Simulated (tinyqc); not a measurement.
Inside a calculation. Model: MOSFET in the linear regime without short-channel effects, parameter extraction from computed curves.

Program tinyqc, `OMP_NUM_THREADS=1 python tinyqc.py 2210045 2210046 out.jsonl`; Intel Xeon 2.30GHz, shared host, one thread, about 0.01 s. Printed values are rounded.

Inversion charge Q = Cox n Vt W0(exp((Vg - VT)/(n Vt))), W0 the Lambert function and n = nf; u = Q/Cox; mobility mu = mu0/(1 + th1 u + th2 u^2); channel resistance Rch = (L - dL)/(W mu Q); Id = Vd/(Rch + Rsd/W). Cox = eps0 eox/tox. Small Vd, no channel-length or drain effects.

Values chosen for this exercise; channel values of the order met in silicon transistors: temperature T = 77 K; relative permittivity of the gate insulator (close to silicon dioxide) eox = 3.9; insulator thickness tox = 3.2 nm; low-field mobility mu0 = 120 cm^2/(V s); first mobility attenuation factor th1 = 0.56 1/V; second mobility attenuation factor th2 = 0 1/V^2; threshold voltage VT = 0.68 V; body factor nf = 1.07; gate width W = 0.5 um; drawn gate length L = 0.16 um; drawn less effective length dL = 0.004 um; source plus drain resistance Rsd = 91 ohm um; drain voltage Vd = 0.05 V.

Constants: q = 1.602176634e-19 C, kB = 1.380649e-23 J/K, Vt = kB T/q, eps0 = 8.8541878128e-14 F/cm where lengths are in cm. Results are converted to the units shown.

## Transfer curve

Vg, point 0 to 8 (V): [0.52, 0.6, 0.68, 0.76, 0.84, 0.92, 1, 1.08, 1.16]

u, mu, Rch and Id as defined.

```
point         u (V)  mu (cm^2/(V s))    Rch (ohm)       Id (uA)
0      1.158998e-12              120  2.078870e15  2.405152e-11
1       9.071089e-8         120.0000  2.656138e10   1.882433e-6
2       0.004026616         119.7300   5.997193e5    0.08334705
3        0.06435009         115.8261     38791.42      1.282926
4         0.1388880         111.3403     18697.10      2.648431
5         0.2157605         107.0639     12516.31      3.937533
6         0.2935740         103.0572     9556.417      5.134305
7         0.3718951         99.31627     7827.993      6.242203
8         0.4505332         95.82379     6697.167      7.268322
```

## Threshold and mobility at the peak transconductance

gm_i = (Id_(i+1) - Id_(i-1))/(Vg_(i+1) - Vg_(i-1)); at the point j of largest gm the tangent meets the axis at V_ext = Vg_j - Id_j/gm_j; field-effect mobility gm_j L/(W Cox Vd) with the drawn L.

gm, point 1 to 7 (uS): [0.5209191, 8.018273, 16.03177, 16.59130, 15.53671, 14.40419, 13.33761]
j = 4
V_ext = 0.6803723 V
field-effect mobility = 98.40042 cm^2/(V s)

V_ext is 0.37 mV above the model VT, and the mobility so found is 20 % below mu0 L/(L - dL) = 123 cm^2/(V s), the value for the drawn L; attenuation, series resistance and the slow approach of Q to a straight line all lower the peak gm.

## The Y function

Y_i = Id_i/sqrt(gm_i). For Id = beta Vd x/(1 + th x), x = Vg - VT, Y = sqrt(beta Vd) x whatever th. Slope s from points 4 and 7; VT_Y = Vg - Y/s at point 7; beta = s^2/Vd; mobility beta L/(W Cox) with the drawn L; th* = (beta Vd x/Id - 1)/x at point 7.

Y, point 1 to 7 (uA^0.5 V^0.5): [2.608160e-6, 0.02943404, 0.3204134, 0.6502023, 0.9989520, 1.352811, 1.709224]
s = 4.412589 uA^0.5 V^-0.5
VT_Y = 0.6926483 V
beta = 389.4188 uA/V^2
mobility from Y = 115.4791 cm^2/(V s)
th* = 0.5376084 1/V

The mobility from Y is 6.2 % below mu0 L/(L - dL) = 123 cm^2/(V s), which it should reach in deep inversion when th2 = 0. th* compares with th1 + mu0 Cox Rsd/(L - dL) = 0.636 1/V, since series resistance enters like th1.
